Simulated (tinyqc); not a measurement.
Stacked nanosheet transistor, parasitic resistance, capacitance and delay: what each parasitic element costs.

Ns sheets share one contact on top; each has perimeter p = 2 (Ws + ts) and cross-section A = Ws ts; contact width Wc = Ws + 10 nm, stack height Hs = Ns pv. Sheet 1 is the top one. Contact length Lc = CPP - Lg - 2 Lsp, shared by two neighbouring gates. Source and drain sides are equal. The formulas are first-order estimates, not field solutions.

Epitaxy sheet resistance Rsh = re/te, transfer length LT = sqrt(rc/Rsh), contact Rc = [sqrt(rc Rsh)/Wc] coth(Lc/(2 LT)); extension of one sheet Rx = rx Lsp/A. With N sheets: gate Cg = Cinv p N Lg; per side, plate Cp = ks eps0 [Wc (Hs + Hc) - N A]/Lsp, top fringe Cf = (2/pi) ks eps0 Wc ln(1 + Lg/(2 Lsp)), overlap Co = Cinv p N Lov. One sheet: I = p Q vx u/(1 + |u|^1.8)^(1/1.8), Q = Cinv n Vt ln(1 + exp((Vg' - VT + dl Vd')/(n Vt))), u = Vd' mu/(vx Lg), Vg' = Vgs - v, Vd' = Vds - 2 v, with the drop on each side v_j = Rc sum I + rv (sum over levels k = 2..j of the current of sheets k..Ns) + Rx I_j. Ieff = [I(Vgs = Vdd, Vds = Vdd/2) + I(Vdd/2, Vdd)]/2, total currents. With Cs = Cp + Cf + Co, the load of an inverter of two such devices driving an equal one is CL = 2 (Cg + 2 Cs) + 4 Cs + Cw (own drains counted twice for the Miller effect); delay CL Vdd/(2 Ieff). Each row removes one element and keeps the rest.

Values chosen for this exercise; values close to those of silicon logic devices:
- T = 300 K (temperature)
- Ns = 3 (number of sheets)
- Ws = 20 nm (sheet width)
- ts = 5 nm (sheet thickness)
- pv = 12 nm (vertical pitch of the sheets)
- rv = 121 ohm (vertical resistance between sheet levels)
- CPP = 70 nm (contacted gate pitch)
- Lg = 18 nm (gate length)
- Lsp = 6 nm (spacer length)
- ks = 5.5 (relative permittivity of the spacer)
- Hc = 30 nm (gate height above the channel stack)
- rc = 9e-10 ohm cm^2 (contact resistivity)
- re = 0.00039 ohm cm (resistivity of the source-drain epitaxy)
- te = 20 nm (current-carrying depth of the epitaxy)
- rx = 0.0019 ohm cm (resistivity of the extension)
- Lov = 0.5 nm (gate overlap)
- Cinv = 3.2 uF/cm^2 (inversion capacitance)
- vx = 1.3e7 cm/s (injection velocity)
- mu = 320 cm^2/(V s) (apparent mobility)
- VT = 0.28 V (threshold at zero drain voltage)
- dl = 0.069 V/V (barrier lowering)
- n = 1.29 (subthreshold factor)
- Cw = 0.09 fF (wire load)
- Vdd = 0.8 V (supply voltage)

Constants: q = 1.602176634e-19 C, kB = 1.380649e-23 J/K, eps0 = 8.8541878128e-12 F/m, Vt = kB T/q. Results are converted to the units shown.

One element removed at a time:
```
                         Ieff (uA)  CL (aF)  delay (ps)
as given                     142.4    397.9       1.118
no contact resistance        161.9    397.9      0.9831
no extension resistance      183.9    397.9      0.8653
no vertical resistance       148.9    397.9       1.069
air spacer (ks = 1)          142.4    303.1      0.8514
no overlap                   142.4    378.7       1.064
no wire                      142.4    307.9      0.8650
```

Gains in delay, largest first: air spacer (ks = 1) 24 %, no wire 23 %, no extension resistance 23 %, no contact resistance 12 %, no overlap 4.8 %, no vertical resistance 4.4 %.

tinyqc, about 0.05 s, one thread, Intel Xeon 2.30GHz (shared host): `OMP_NUM_THREADS=1 python tinyqc.py 2170064 2170065 out.jsonl`
